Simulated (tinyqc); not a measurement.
sp3s* tight binding: one step. Levels at this k. The numbers come from values chosen for the exercise (near a published set for Si, fitted to gaps, whose masses and valley positions are rough).

H(k) (eV), rows sa, xa, ya, za, s*a, sc, xc, yc, zc, s*c and columns alike:
```
[[-4.200000, 0, 0, 0, 0, -5.793274, 2.630285i, 2.630285i, -1.727774, 0],
 [0, 1.714000, 0, 0, 0, -2.630285i, 1.195260, -1.380833, 2.102117i, -2.472431i],
 [0, 0, 1.714000, 0, 0, -2.630285i, -1.380833, 1.195260, 2.102117i, -2.472431i],
 [0, 0, 0, 1.714000, 0, 1.727774, 2.102117i, 2.102117i, 1.195260, 1.624084],
 [0, 0, 0, 0, 6.704000, 0, 2.472431i, 2.472431i, -1.624084, 0],
 [-5.793274, 2.630285i, 2.630285i, 1.727774, 0, -4.200000, 0, 0, 0, 0],
 [-2.630285i, 1.195260, -1.380833, -2.102117i, -2.472431i, 0, 1.714000, 0, 0, 0],
 [-2.630285i, -1.380833, 1.195260, -2.102117i, -2.472431i, 0, 0, 1.714000, 0, 0],
 [-1.727774, -2.102117i, -2.102117i, 1.195260, -1.624084, 0, 0, 0, 1.714000, 0],
 [0, 2.472431i, 2.472431i, 1.624084, 0, 0, 0, 0, 0, 6.704000]]
```

Task: Diagonalise H, which belongs to k = (0.37, 0.37, 0) (2 pi/a). Four bands are filled (two electrons each); give the make-up of band 5, the lowest empty one.

Give: levels; weights of band 5; weight of band 5 on atom a.

Result:

levels (eV): [-11.2155, -4.5170, -1.9668, -0.8621, 2.2606, 3.3710, 4.2901, 5.2193, 9.0328, 9.6796]

weights of band 5: s 0.055, p 0.573, s* 0.372

weight of band 5 on atom a = 0.500

The vertical gap at this k is 3.1227 eV; band 5 is mostly p-like.

(tinyqc, `OMP_NUM_THREADS=1 python tinyqc.py 1452229 1452230 out.jsonl`, Intel(R) Xeon(R) Processor @ 2.30GHz, 1 thread, shared host, about 0.07 s.)
